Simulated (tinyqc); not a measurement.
Worked calculation: tight binding, dimerised chain. One step of it, computed by the program tinyqc.

Task: Bloch Hamiltonian at k. H_AA = +delta, H_BB = -delta, H_AB = -t1 - t2 exp(-i k a).

Parameters chosen for this model:

| parameter | value | unit |
|---|---|---|
| t1 | 2.260000 | eV, inside the cell |
| t2 | 1.340000 | eV, between cells |
| delta | 0 | eV, +/- on the two sites |

k point k (2 pi / a): 0.360000

Give: H(k) at k.

Result:

H(k) at k (eV):
```
                 A                B
A           0.0000  -1.4059+1.0325i
B  -1.4059-1.0325i           0.0000
```
